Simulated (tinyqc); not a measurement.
Against the doping: grain-boundary trapping model (Seto) of a polycrystalline semiconductor film. Computed by tinyqc, a small Python program. Command: `OMP_NUM_THREADS=1 python tinyqc.py 3000044 3000045 out.jsonl poly walk`. One thread of a shared host (Intel(R) Xeon(R) Processor @ 2.30GHz), about 0.01 s of CPU time with the checks.

Grains of equal size L are joined by thin boundaries with one trap level. Trapped carriers deplete a width W on each side and raise a barrier, crossed by thermionic emission. Dopants are fully ionised, statistics are non-degenerate and mu_g does not depend on T.

Inputs (values chosen for the exercise, modelled on polycrystalline ZnO):
```
quantity                                     value    unit
permittivity eps                               8.3       -
effective mass m                              0.28     m_0
effective density of states at 300 K, N_c  3.8e+18  1/cm^3
grain size L                                    25      nm
trap density Q_t                           8.7e+11  1/cm^2
trap level E_t below the band edge             0.5      eV
temperature T                                  400       K
```

Grain interior: neglected.

Constants: e = 1.602176634e-19 C; eps_0 = 8.8541878128e-12 F/m; k_B = 8.617333262e-05 eV/K; m_0 = 9.1093837015e-31 kg; k_B = 1.380649e-23 J/K.

Method:
- If all traps fill, the grain is just depleted at N* = Q_t/L, with the barrier e Q_t L/(8 eps eps_0).
- N_c(T) = N_c (T/300 K)^(3/2). Filled traps Q = Q_t/(1 + (1/2) exp((E_t* - E_F)/k_B T)), where E_t* = e V_B - E_t and E_F are counted from the band edge at the grain centre. Partial depletion: Q = 2 N W, V_B = e N W^2/(2 eps eps_0), E_F = k_B T ln(N/N_c); solve for W. If that W would exceed L/2 the grain is fully depleted: W = L/2, Q = N L, and E_F follows from the trap equation. Centre density n_0 = N_c exp(E_F/k_B T).
- Boundary: sigma_b = L e^2 n_0 exp(-e V_B/k_B T)/sqrt(2 pi m k_B T); rho = 1/sigma_b. Mean carrier density n_av = n_0 [(1 - 2W/L) + (2W/L) (sqrt(pi)/2) erf(y)/y], y = sqrt(e V_B/k_B T); effective mobility 1/(e n_av rho).

N* = 3.48e+17 1/cm^3

The same film:
```
N (1/cm^3)  W (nm)   V_B (V)  mean density (1/cm^3)  mobility (cm^2/(V s))  rho (ohm cm)
1.00e+16    12.500  0.001703             4.4862e+10                 411.92    3.3776e+05
3.50e+16    12.500  0.005961             1.8433e+11                 378.90    8.9364e+04
8.70e+16    12.500  0.014818             6.5652e+11                 317.13    2.9978e+04
1.70e+17    12.500  0.028955             2.5265e+12                 236.11    1.0463e+04
2.80e+17    12.500  0.047690             1.6409e+13                 156.74    2.4268e+03
4.20e+17    10.357  0.049110             3.0676e+17                 140.23    1.4509e-01
7.00e+17     6.214  0.029467             6.2184e+17                 203.85    4.9237e-02
1.40e+18     3.107  0.014733             1.3562e+18                 286.64    1.6056e-02
3.50e+18     1.243  0.005893             3.4811e+18                 360.79    4.9695e-03
1.40e+19     0.311  0.001473             1.3995e+19                 408.09    1.0928e-03
```

What follows from these numbers?

The barrier peaks among these rows at N = 4.2e17 (0.049 V) and the mobility has its minimum at 4.2e17; N* is 3.5e17. While the grain is fully depleted (W = L/2) V_B grows as N; once all traps are filled it falls as 1/N (last exponent -1.00). Partly depleted rows (W < L/2) with e V_B below 2 k_B T stretch the depletion approximation. Where the barrier is low the mobility is too high, because scattering inside the grains is left out. Where N approaches N_c the non-degenerate statistics fail. rho drops most steeply, as N^-24.0, between 2.8e17 and 4.2e17.

Extremes, crossings and ranges named in words are read from the listed rows.
